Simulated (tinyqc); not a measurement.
Read current of a NAND string, cells in series solved by shooting: one step of the calculation.

Cells in series, numbered from 0 at the source line (0 V) to the bit line, each followed by a gap resistance Rg. A cell with gate Vg, threshold VT, source Vs and drain Vd passes I = 2 nf K Vt^2 [F(Vs) - F(Vd)]/(1 + th max(Vg - VT, 0)), F(V) = ln^2(1 + exp((Vg - VT - nf V)/(2 nf Vt))). The selected cell has Vg = Vr, the others Vg = Vp.

Problem. Node voltages for a trial current. For a trial current I start at 0 V and, cell by cell (the selected one is cell 1), solve for the drain: sqrt(F(Vd)) = sqrt(F(Vs) - I/k), k = 2 nf K Vt^2/(1 + th max(Vg - VT, 0)), Vd = [Vg - VT - 2 nf Vt ln(exp(sqrt F) - 1)]/nf, then add I Rg.

Parameters, values chosen for the exercise; values of the order met in vertical NAND strings: temperature T = 358 K; gain factor of a cell K = 4.5 uA/V^2; slope factor nf = 1.8; mobility reduction factor th = 0.04 1/V; resistance of the gap between cells Rg = 19 kohm; bit-line voltage Vbl = 0.7 V; pass voltage Vp = 7.7 V; read voltage on the selected word line Vr = 3.62 V.

Constants: q = 1.602176634e-19 C, kB = 1.380649e-23 J/K, Vt = kB T/q. Results are converted to the units shown.

first trial current = 0.71 uA
thresholds from the source end, cell 0 to 3 (V): 4.3  2.6  -1.9  4.3

Find: node voltage after each cell and gap, trial 1.

Solution.

node voltage after each cell and gap, trial 1, cell 0 to 3 (V): 0.066963  0.32174  0.35949  0.43954

Numbers from tinyqc (`OMP_NUM_THREADS=1 python tinyqc.py 2142175 2142176 out.jsonl`; about 0.5 s on one thread of a shared Intel Xeon 2.30GHz).
